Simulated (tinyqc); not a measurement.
Free and trapped electrons in a MOS channel with a dense trap tail: one step of the calculation.

p-type body, charge-sheet picture, full ionisation (an idealisation for deep acceptors), Boltzmann statistics for free electrons. e = Ec - EF at the surface. Acceptor-like traps of density D(E) = D0 + De exp(-E/Ew) at depth E below Ec, from 0 to Eu, hold n_t = integral of D(E)/(1 + exp((e - E)/Vt)). psi = Eg - Vt ln(Nv/Na) - e; N_dep = sqrt(2 eps0 eps_r Na (psi - Vt)/q); n_f = sqrt(N_dep^2 + 2 eps0 eps_r Vt Nc exp(-e/Vt)/q) - N_dep; Vg = Vfb + psi + q (N_dep + n_t + n_f)/Cox, Cox = eps0 eox/tox.

Question. Charges and gate voltage. psi, N_dep, n_f and Vg as defined, with the n_t given; free share n_f/(n_f + n_t); apparent mobility mf n_f/(n_f + n_t); gate voltage spent on traps q n_t/Cox.

Values chosen for this exercise; band and dielectric values close to those of gallium nitride:

| symbol | value | unit | meaning |
|---|---|---|---|
| T | 300 | K | temperature |
| Eg | 3.41 | eV | band gap |
| eps_r | 9.35 |  | relative permittivity |
| Nc | 2.32e18 | cm^-3 | conduction-band density of states at T |
| Nv | 4.62e19 | cm^-3 | valence-band density of states at T |
| eox | 3.9 |  | relative permittivity of the insulator |
| tox | 35 | nm | insulator thickness |
| Na | 8.5e16 | cm^-3 | acceptor density |
| Vfb | -2.66 | V | flat-band voltage without trapped charge |
| mf | 160 | cm^2/(V s) | mobility of free electrons |
| e | 0.018 | eV | Ec - EF at the surface |

Constants: q = 1.602176634e-19 C, kB = 1.380649e-23 J/K, Vt = kB T/q, eps0 = 8.8541878128e-14 F/cm where lengths are in cm. Results are converted to the units shown.

n_t = 2.0561463e12 cm^-2

Wanted: psi; N_dep; n_f; Vg; free share; apparent mobility; gate voltage spent on traps.

Answer.

psi = 3.2292 V
N_dep = 1.6775e12 cm^-2
n_f = 8.9689e10 cm^-2
Vg = 6.7779 V
free share = 4.1797 %
apparent mobility = 6.6875 cm^2/(V s)
gate voltage spent on traps = 3.3390 V

tinyqc, about 0.02 s, one thread, Intel Xeon 2.30GHz (shared host): `OMP_NUM_THREADS=1 python tinyqc.py 2222240 2222241 out.jsonl`
